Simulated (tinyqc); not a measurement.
Gupta-type many-body potential for a metal: one step, computed by the program tinyqc.

E_i = sum_j A exp(-p (r_ij/r0 - 1)) - xi rho_i^gamma, with rho_i = sum_j exp(-2 q (r_ij/r0 - 1)); gamma = 1/2 is the tight-binding second-moment form. The crystal is fcc unless stated; d is the neighbour distance and a fixed number of shells is kept.

Problem. The (100) surface. fcc shells: d sqrt(k), k = 1..5, with 12, 6, 24, 12, 24 atoms; Omega = d^3/sqrt2. Cut the crystal without relaxation; an atom in layer l keeps the neighbours that lie below the surface plane. Excess = E_i + E_c. Surface energy = sum of excesses over the layers, divided by the area per surface atom: (sqrt3/2) d^2 for (111), d^2 for (100), sqrt2 d^2 for (110).

Inputs (values chosen for the exercise, for a model metal): repulsion A = 0.0994 eV; hopping xi = 1.18 eV; decay p = 9.35; decay q = 3.74; reference distance r0 = 3.501 angstrom; shells kept = 1; embedding exponent gamma = 0.45.

Surface: (100).

neighbour distance d = 3.450821 angstrom

cohesive energy E_c = 2.424632 eV

Constants: 1 eV/angstrom^2 = 16.02176634 J/m^2.

Give: Layers; excess per surface atom; surface energy.

Solution.

Layers:
```
layer  nearest neighbours  repulsion (eV)    rho  excess (eV)
1                       8          0.9092  8.905       0.1772
```

excess per surface atom = 0.1772 eV

surface energy = 0.2385 J/m^2
